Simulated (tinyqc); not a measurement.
What each parameter does: overlap of hydrogenic dopants: pairs, impurity band and the Mott density.

Ry* = Ry m/eps^2, aB = a0 eps/m. For 1s orbitals a distance rho = R/aB apart, in Ry*: overlap S = exp(-rho)(1 + rho + rho^2/3), J = (2/rho)(1 - (1 + rho) exp(-2 rho)) (attraction to the other ion), Kx = 2 (1 + rho) exp(-rho) (exchange of one electron). One electron on a pair has E = -1 - (J +/- Kx)/(1 +/- S), without the repulsion 2/rho of the ions. Hopping after orthogonalisation: t = (Kx - S J)/(1 - S^2), half the splitting. Dopants on a lattice with z neighbours, n = 1/R^3 (simple cubic), give a band of width B = 2 z t, as on any lattice of two interpenetrating sublattices. Valleys, central cells and disorder are left out.

Constants: Ry = 13.60569312 eV; a0 (Bohr radius) = 0.5291772105 angstrom.

Values chosen for the exercise (an isotropic mass and dielectric constant of the size used for donors in SiC; not measured data): m = 0.415 m0 (mass); eps = 9.7 (dielectric constant); rho = 4.6 aB (distance of a pair); N = 0.015 1/aB^3 (dopant density); z = 6 (neighbours in the dopant lattice).

At fixed N in units of 1/aB^3 and fixed rho: Ry*, 2t of the pair, B of the lattice and the density in 1e18/cm^3 (1/angstrom^3 = 1e24/cm^3).

One parameter was then changed.

Results before and after:
```
case     Ry* (meV)  2t (meV)  B (meV)  density (1e18/cm^3)
base        60.010    6.9917   63.566                7.927
changed     60.010    4.7281   63.566                7.927
```

Which of these changes was made? (a) N = 0.0225 1/aB^3; (b) eps = 10.67; (c) m = 0.4565 m0; (d) rho = 5.1 aB.
Answer: (d) rho = 5.1 aB. Of the candidates, run in turn, only this one gives the changed row.

All candidates:
```
case               Ry* (meV)  2t (meV)  B (meV)  density (1e18/cm^3)
base                  60.010    6.9917   63.566                7.927
m = 0.4565 m0         66.011    7.6909   69.923                10.55
eps = 10.67           49.595    5.7783   52.534                5.956
rho = 5.1 aB          60.010    4.7281   63.566                7.927
N = 0.0225 1/aB^3     60.010    6.9917   93.014                11.89
```

Run: tinyqc, `OMP_NUM_THREADS=1 python tinyqc.py 1452082 1452083 out.jsonl`; Intel(R) Xeon(R) Processor @ 2.30GHz, one thread, shared host; about 0.01 s of CPU time with all checks.
